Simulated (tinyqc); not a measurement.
Ballistic Schottky-barrier transistor with a two-dimensional channel, WKB contacts: ambipolar transfer curve.

Source Fermi level 0, drain Fermi level -Vd. Far from the contacts Ec = pn - psi, and the gate moves psi one to one; the band edges relax as exp(-x/lam) from pn at the source and pn - Vd at the drain; Ev = Ec - Eg. A carrier of energy w inside the channel band meets at a contact a barrier of height D (the contact edge beyond the channel edge): T = 1 for w >= D, else exp(-S), S = 4 lam sqrt(m/C) [sqrt(D - w) - sqrt(w) arctan sqrt((D - w)/w)], C = hbar^2/(2 m0). The two contacts combine as Ts Td/(Ts + Td - Ts Td).

I/W = g (2 q^2/h) int T(w) [N(Es + w) - N(Ed + w)] dw with w the energy of motion along the channel, N(y) = (1/2 pi) sqrt(pi m kB T/C) Fm(-y/kB T), Fm(x) = (1/sqrt(pi)) int_0^infinity u^(-1/2)/(1 + exp(u - x)) du. Electrons: Ds = psi, Dd = psi - Vd, Es = Ec, Ed = Ec + Vd. Holes: Ds = -psi, Dd = Vd - psi, Es = -Ev, Ed = -Ev - Vd. The size of each current is taken; both flow from drain to source and add. The integrals are converged. Swing = d(psi)/d(log10 I).

Values chosen for this exercise; channel values close to those of an ultrathin silicon body with silicide contacts:

| symbol | value | unit | meaning |
|---|---|---|---|
| T | 300 | K | temperature |
| Eg | 1.12 | eV | band gap |
| pn | 0.8 | eV | barrier for electrons at both contacts |
| mn | 0.19 | m0 | electron mass |
| mp | 0.25 | m0 | hole mass |
| g | 2 |  | valleys or subbands |
| lam | 4.5 | nm | screening length at the contacts |
| Vd | 0.3 | V | drain bias |

Constants: q = 1.602176634e-19 C, kB = 1.380649e-23 J/K, hbar = 1.054571817e-34 J s, h = 6.62607015e-34 J s, m0 = 9.1093837015e-31 kg, Vt = kB T/q, hbar^2/(2 m0) = 0.0380998212 eV nm^2. Results are converted to the units shown.

Ambipolar transfer curve:

| ps (V) | electrons (uA/um) | holes (uA/um) | I (uA/um) | swing (mV/decade) |
|---|---|---|---|---|
| -0.26 | 6.325e-16 | 2.776 | 2.776 | -198.7 |
| -0.15 | 4.456e-14 | 0.6813 | 0.6813 | -167.5 |
| -0.04 | 3.140e-12 | 0.1461 | 0.1461 | -166.3 |
| 0.07 | 4.191e-11 | 0.03404 | 0.03404 | -183.0 |
| 0.18 | 1.737e-10 | 0.009101 | 0.009101 | -199.8 |
| 0.29 | 8.288e-10 | 0.002395 | 0.002395 | -143.7 |
| 0.4 | 4.695e-9 | 4.094e-5 | 4.095e-5 | -59.54 |
| 0.51 | 3.115e-8 | 5.811e-7 | 6.123e-7 | -64.31 |
| 0.62 | 2.369e-7 | 8.248e-9 | 2.452e-7 | 135.0 |
| 0.73 | 2.025e-6 | 1.171e-10 | 2.025e-6 | 115.2 |
| 0.84 | 1.910e-5 | 1.662e-12 | 1.910e-5 | 111.0 |
| 0.95 | 1.865e-4 | 2.358e-14 | 1.865e-4 | 113.3 |

What does the comparison show?

I goes from 2.78 through a minimum of 2.45e-7 (at ps = 0.62 V among the rows listed) to 1.86e-4 uA/um; the exact minimum lies at psi = 0.574 V. Holes carry the left branch and electrons the right. The ratio of the last row to the smallest is 761 and of the first row 1.13e7, with barriers of 0.8 eV for electrons and 0.320 eV for holes. The steepest swing among the rows is 59.5 mV/decade, against the thermionic limit 59.5.

Range of the model: No scattering, image-force lowering, channel charge or band-to-band tunnelling; parabolic kappa overstates S deep in the gap.

Program tinyqc, `OMP_NUM_THREADS=1 python tinyqc.py 2390033 2390034 out.jsonl`; Intel Xeon 2.30GHz, shared host, one thread, about 0.2 s.
